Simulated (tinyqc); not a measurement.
Tunnelling through a thin dielectric with one trap, as a tight-binding chain: one step. Transmission. Three cases, with inputs chosen for the exercise.

Task: Invert the matrix; T = (2 t sin(ka))^2 |G_1N|^2.

Hopping -t everywhere, t = c/(m a^2), c = hbar^2/2m0; lead sites at 2t (band bottom 0), barrier sites 1 to N at 2t + phi, and site j has U besides. No voltage. Leads give S = -t exp(ika) on sites 1 and N, cos(ka) = 1 - E/(2t). T = (2 t sin(ka))^2 |G_1N|^2, G = (E - H - S)^-1. In the barrier cosh(q a) = 1 + (phi - E)/(2t).

Give: first row of G; T.

Case 1.

E - H - S (eV):
```
                      1          2          3          4          5
1   -3.548060+1.198808i   2.228060   0.000000   0.000000   0.000000
2              2.228060  -5.426119   2.228060   0.000000   0.000000
3              0.000000   2.228060  -5.426119   2.228060   0.000000
4              0.000000   0.000000   2.228060  -5.426119   2.228060
5              0.000000   0.000000   0.000000   2.228060  -5.426119
6              0.000000   0.000000   0.000000   0.000000   2.228060
7              0.000000   0.000000   0.000000   0.000000   0.000000
8              0.000000   0.000000   0.000000   0.000000   0.000000
9              0.000000   0.000000   0.000000   0.000000   0.000000
10             0.000000   0.000000   0.000000   0.000000   0.000000

            6          7          8          9                   10
1    0.000000   0.000000   0.000000   0.000000             0.000000
2    0.000000   0.000000   0.000000   0.000000             0.000000
3    0.000000   0.000000   0.000000   0.000000             0.000000
4    0.000000   0.000000   0.000000   0.000000             0.000000
5    2.228060   0.000000   0.000000   0.000000             0.000000
6   -2.506119   2.228060   0.000000   0.000000             0.000000
7    2.228060  -5.426119   2.228060   0.000000             0.000000
8    0.000000   2.228060  -5.426119   2.228060             0.000000
9    0.000000   0.000000   2.228060  -5.426119             2.228060
10   0.000000   0.000000   0.000000   2.228060  -3.548060+1.198808i
```

t = 2.228060 eV
ka = 0.5681225 rad

Result:

first row of G (1/eV): -0.3409-0.1778i  -0.1896-0.09968i  -0.1209-0.06500i  -0.1049-0.05862i  -0.1345-0.07775i  -0.2228-0.1307i  -0.1160-0.06930i  -0.05978-0.03804i  -0.02956-0.02333i  -0.01222-0.01878i

T = 0.002885

Without the trap T is 9.29e-06: the trap changes it by a factor 311 at this energy.

Case 2.

E - H - S (eV):
```
                     1          2          3          4          5
1  -3.395286+0.868174i   0.920286   0.000000   0.000000   0.000000
2             0.920286  -3.700571   0.920286   0.000000   0.000000
3             0.000000   0.920286  -3.700571   0.920286   0.000000
4             0.000000   0.000000   0.920286  -3.700571   0.920286
5             0.000000   0.000000   0.000000   0.920286  -3.700571
6             0.000000   0.000000   0.000000   0.000000   0.920286
7             0.000000   0.000000   0.000000   0.000000   0.000000
8             0.000000   0.000000   0.000000   0.000000   0.000000
9             0.000000   0.000000   0.000000   0.000000   0.000000

           6          7          8                    9
1   0.000000   0.000000   0.000000             0.000000
2   0.000000   0.000000   0.000000             0.000000
3   0.000000   0.000000   0.000000             0.000000
4   0.000000   0.000000   0.000000             0.000000
5   0.920286   0.000000   0.000000             0.000000
6  -0.270571   0.920286   0.000000             0.000000
7   0.920286  -3.700571   0.920286             0.000000
8   0.000000   0.920286  -3.700571             0.920286
9   0.000000   0.000000   0.920286  -3.395286+0.868174i
```

t = 0.920286 eV
ka = 1.2326604 rad

Result:

first row of G (1/eV): -0.2950-0.08131i  -0.07854-0.02165i  -0.02081-0.005735i  -0.005135-0.001416i  0.0001610+4.210e-05i  0.005782+0.001585i  0.001539+0.0004239i  0.0004065+0.0001196i  9.565e-05+5.687e-05i

T = 3.733e-08

Without the trap T is 1.75e-10: the trap changes it by a factor 214 at this energy.

Case 3.

E - H - S (eV):
```
                     1          2          3          4          5
1  -3.069763+0.948332i   1.459763   0.000000   0.000000   0.000000
2             1.459763  -4.179527   1.459763   0.000000   0.000000
3             0.000000   1.459763  -1.309527   1.459763   0.000000
4             0.000000   0.000000   1.459763  -4.179527   1.459763
5             0.000000   0.000000   0.000000   1.459763  -4.179527
6             0.000000   0.000000   0.000000   0.000000   1.459763
7             0.000000   0.000000   0.000000   0.000000   0.000000
8             0.000000   0.000000   0.000000   0.000000   0.000000
9             0.000000   0.000000   0.000000   0.000000   0.000000

           6          7          8                    9
1   0.000000   0.000000   0.000000             0.000000
2   0.000000   0.000000   0.000000             0.000000
3   0.000000   0.000000   0.000000             0.000000
4   0.000000   0.000000   0.000000             0.000000
5   1.459763   0.000000   0.000000             0.000000
6  -4.179527   1.459763   0.000000             0.000000
7   1.459763  -4.179527   1.459763             0.000000
8   0.000000   1.459763  -4.179527             1.459763
9   0.000000   0.000000   1.459763  -3.069763+0.948332i
```

t = 1.459763 eV
ka = 0.7071214 rad

Result:

first row of G (1/eV): -0.5027-0.3685i  -0.6116-0.4484i  -1.248-0.9154i  -0.5083-0.3727i  -0.2069-0.1518i  -0.08417-0.06196i  -0.03408-0.02558i  -0.01341-0.01127i  -0.004309-0.006690i

T = 0.0002278

Without the trap T is 3.72e-07: the trap changes it by a factor 613 at this energy.

Computed by tinyqc, one run a case: `OMP_NUM_THREADS=1 python tinyqc.py N N+1 out.jsonl` with N = 1450848, 1450928, 1451295; one thread of a shared Intel(R) Xeon(R) Processor @ 2.30GHz, about 0.08 s a run at most.
